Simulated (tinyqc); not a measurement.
# Gate voltage for a wanted density

Problem. A HEMT has a barrier of thickness d, permittivity eb and off voltage Voff; energies are counted from the channel band edge at the interface. F = q (eta ns + Nb)/(eps0 ec) in eV/nm; E_k = a_k (C F^2/me)^(1/3), a_0 = 2.338107, a_1 = 4.087949, C = hbar^2/(2 m0); D = me m0 q/(pi hbar^2); ns = D Vt [ln(1 + exp((EF - E_0)/Vt)) + ln(1 + exp((EF - E_1)/Vt))], which gives EF = E_0 + Vt ln{2 s/[(1 + u) + sqrt((1 + u)^2 + 4 u s)]} with s = exp(ns/(D Vt)) - 1, u = exp((E_0 - E_1)/Vt). Charge control: ns + Nb = eps0 eb (Vg - Voff - EF)/(q d). Find E_0, E_1, EF and the Vg that gives this ns.

Values chosen for this exercise; material values close to those of AlGaN on GaN:
```
symbol  value   unit                                         meaning
T          77      K                                     temperature
d          18     nm                               barrier thickness
me       0.21     m0                    electron mass in the channel
ec       9.36                   relative permittivity of the channel
eta       0.5         share of ns that counts in the confining field
Nb          0  cm^-2                  depletion charge of the buffer
```

Constants: q = 1.602176634e-19 C, kB = 1.380649e-23 J/K, hbar = 1.054571817e-34 J s, m0 = 9.1093837015e-31 kg, Vt = kB T/q, eps0 = 8.8541878128e-14 F/cm where lengths are in cm, hbar^2/(2 m0) = 0.0380998212 eV nm^2. Results are converted to the units shown.

ns = 2.16e12 cm^-2
eb = 9.195
Voff = -6.3342958 V

Solution. In this direction nothing needs iterating: ns fixes the field, the levels and EF, and the charge-control relation gives Vg.

E_0 = 0.100 eV
E_1 = 0.175 eV
EF = 0.125 eV
Vg = -5.44 V

Numbers from tinyqc (`OMP_NUM_THREADS=1 python tinyqc.py 2180126 2180127 out.jsonl`; about 0.01 s on one thread of a shared Intel Xeon 2.30GHz).
